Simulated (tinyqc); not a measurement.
## Probe couplings from its potential

Problem. One voltage probe p sits between leads L (mu = 1) and R (mu = 0) without magnetic field: mu_p = T_pL/(T_pL + T_pR), T_eff = T_RL + T_pL T_pR/(T_pL + T_pR). Find T_pL and T_pR.

T_RL = 0.26
mu_p = 0.53333333
T_eff = 0.33466667

Solution. T_eff - T_RL equals T_pL (1 - mu_p) and also T_pR mu_p.

T_pL = 0.1600
T_pR = 0.1400

Computed by the program tinyqc: `OMP_NUM_THREADS=1 python tinyqc.py 2700019 2700020 out.jsonl`, one thread of a shared Intel Xeon 2.30GHz, about 0.01 s for the whole run.
